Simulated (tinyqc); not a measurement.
Inside a calculation. Model: capacitance of parallel on-chip lines from Laplace's equation on a mesh.

tinyqc, about 0.6 s, one thread, Intel Xeon 2.30GHz (shared host): `OMP_NUM_THREADS=1 python tinyqc.py 2790142 2790143 out.jsonl` Printed values are rounded.

Cross-section of an endless row of equal lines between two grounded planes; neighbours are driven in antiphase (+1 V and -1 V), so the plane midway between two lines is at 0 V. By symmetry one quarter is solved: x runs from the centre of a line (column 0, mirror) to that midplane (column 4, 0 V), y from the mid-height of the line (row 0, mirror) to the ground plane (row 4, 0 V). The line fills columns 0 to 2 and rows 0 to 2 at 1 V. Cells beside the line (below row 2) have e2, cells above have e1. Each link between nodes has the conductance g = mean permittivity of the two cells beside it (a cell beyond a mirror counts as 0), and the free nodes obey sum g (V_neighbour - V) = 0.

Values chosen for this exercise: relative permittivity above and below the lines e1 = 4.2; relative permittivity between the lines e2 = 2.4; over-relaxation factor om = 1.

Constants: eps0 = 8.8541878128e-12 F/m. Results are converted to the units shown.

## Link conductances

gx[j, i] joins node (row j, column i) to column i + 1, gy[j, i] to row j + 1.

gx:
```
	col 0	col 1	col 2	col 3
row 0	1.2	1.2	1.2	1.2
row 1	2.4	2.4	2.4	2.4
row 2	3.3	3.3	3.3	3.3
row 3	4.2	4.2	4.2	4.2
row 4	2.1	2.1	2.1	2.1
```

gy:
```
	col 0	col 1	col 2	col 3	col 4
row 0	1.2	2.4	2.4	2.4	1.2
row 1	1.2	2.4	2.4	2.4	1.2
row 2	2.1	4.2	4.2	4.2	2.1
row 3	2.1	4.2	4.2	4.2	2.1
```

## Iteration 1: relaxation sweep

V at the start (V):
```
	col 0	col 1	col 2	col 3	col 4
row 0	1	1	1	0	0
row 1	1	1	1	0	0
row 2	1	1	1	0	0
row 3	0	0	0	0	0
row 4	0	0	0	0	0
```

One sweep visits the free nodes row by row from row 0, left to right, and replaces V by V + om (weighted mean of the neighbours - V), using new values at once.

V after sweep 1 (V):
```
	col 0	col 1	col 2	col 3	col 4
row 0	1.00000	1.00000	1.00000	0.25000	0.00000
row 1	1.00000	1.00000	1.00000	0.31250	0.00000
row 2	1.00000	1.00000	1.00000	0.30682	0.00000
row 3	0.25000	0.31250	0.32812	0.15874	0.00000
row 4	0.00000	0.00000	0.00000	0.00000	0.00000
```

## Iteration 2: relaxation sweep

As before.

V after sweep 2 (V):
```
	col 0	col 1	col 2	col 3	col 4
row 0	1.00000	1.00000	1.00000	0.40625	0.00000
row 1	1.00000	1.00000	1.00000	0.42827	0.00000
row 2	1.00000	1.00000	1.00000	0.37837	0.00000
row 3	0.40625	0.43359	0.39808	0.19411	0.00000
row 4	0.00000	0.00000	0.00000	0.00000	0.00000
```

## Course of the relaxation

Stop when no node changes by 1e-7 V. C = 4 eps0 sum g (difference of V along the link)^2, in aF/um.

Course of the iteration:
```
sweep	C (aF/um)	largest change (V)
1	372.661	0.328
2	341.915	0.156
3	338.913	0.0605
4	338.703	0.0163
5	338.689	4.17e-3
6	338.688	1.05e-3
7	338.688	2.63e-4
8	338.688	6.57e-5
9	338.688	1.64e-5
10	338.688	4.11e-6
11	338.688	1.03e-6
12	338.688	2.57e-7
13	338.688	6.42e-8
```

Converged in 13 sweeps. Over the last four sweeps the change shrinks by about 0.25 a sweep. C comes down from above, since the solution minimises the energy.

## Capacitance per length

converged V (V):
```
	col 0	col 1	col 2	col 3	col 4
row 0	1.00000	1.00000	1.00000	0.48588	0.00000
row 1	1.00000	1.00000	1.00000	0.47176	0.00000
row 2	1.00000	1.00000	1.00000	0.40115	0.00000
row 3	0.48867	0.47734	0.42070	0.20546	0.00000
row 4	0.00000	0.00000	0.00000	0.00000	0.00000
```

C = 4 eps0 sum g (difference of V)^2 over all links (twice the energy of the four quarters, line at 1 V). Plate estimate without fringing: eps0 [2 e1 w/hd + 2 e2 t/(s/2)], w = 4 hx, t = 4 hx, s/2 = 2 hx, hd = 2 hx.

C = 338.688 aF/um
plate estimate = 233.751 aF/um

C depends on the shape only, not on the mesh step hx. Meshes 6, 12 and 24 times finer extrapolate (Aitken) to 313.6 aF/um; this mesh is 8.0 % above that, and the plate estimate is 25 % below it.
